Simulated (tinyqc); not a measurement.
Phase space against the mass ratio: three-phonon processes in a diatomic chain: dispersion, energy and momentum conservation, and decay channels of optical phonons. Computed by tinyqc, a small Python program. Command: `OMP_NUM_THREADS=1 python tinyqc.py 3121523 3121524 out.jsonl threeph walk`. One thread of a shared host (Intel(R) Xeon(R) Processor @ 2.30GHz), about 0.05 s of CPU time with the checks.

Cell length a, two atoms, one spring constant. x = q a/pi runs from -1 to 1; A and O are the acoustic and optical branches. Matrix elements are not computed: only conservation laws and occupation factors are followed.

Inputs (values chosen for the exercise, for a model chain): light mass m = 12 u; spring constant k = 5.3 eV/angstrom^2; temperature T = 500 K.

Constants: nu for 1 eV/(angstrom^2 u) = 15.6333042 THz; h x 1 THz = 4.135667696 meV; k_B = 8.617333262e-05 eV/K.

Method:
- omega^2 = k (1/m + 1/M) -/+ k sqrt((1/m + 1/M)^2 - 4 sin^2(pi x/2)/(m M)); nu = 15.6333042 THz x sqrt(omega^2) for eV/(angstrom^2 u).
- Processes for O(x): decay O -> A + A and O -> O + A with x = x' + x'' (mod 2), and absorption O + A -> O with x + x' = x'' (mod 2). Roots of the energy mismatch in x' are bracketed on 4001 points from -1 to 1 and refined. A process is umklapp (U) if the sum of wave numbers leaves (-1, 1]. Weight = occupation factor/|d mismatch/dx'|, the factor being 1 + n' + n'' for decay and n' - n'' for absorption. Pairs that differ only by exchanging two acoustic products count once, and the trivial root x' = 0 is left out.
- Total weight summed over channels and averaged over x = 0.05, 0.15, ..., 0.95, with m and k fixed; share of those x with an open channel.

Optical phonons:

| M/m | weight, A + A (1/THz) | weight, with O (1/THz) | share open |
|---|---|---|---|
| 1.1 | 0.20967 | 0 | 1.0 |
| 1.5 | 0.45864 | 0 | 1.0 |
| 2.0 | 0.26709 | 0 | 0.8 |
| 2.5 | 0.15208 | 0 | 0.5 |
| 2.9 | 0.11751 | 0 | 0.2 |
| 3.3 | 0.00000 | 0 | 0.0 |
| 3.7 | 0.00000 | 0 | 0.0 |
| 4.2 | 0.00000 | 0 | 0.0 |
| 6.0 | 0.00000 | 0 | 0.0 |

What does the comparison show, and why?

The A + A channel closes between M/m = 2.9 and 3.3 on this grid: energy conservation alone would allow it up to M/m = 4, where the optical bottom passes twice the acoustic top, but momentum must be conserved too. No channel with a second optical phonon opens at any ratio. A large gap that shuts such channels is one reason why crystals with very unequal masses can conduct heat well.
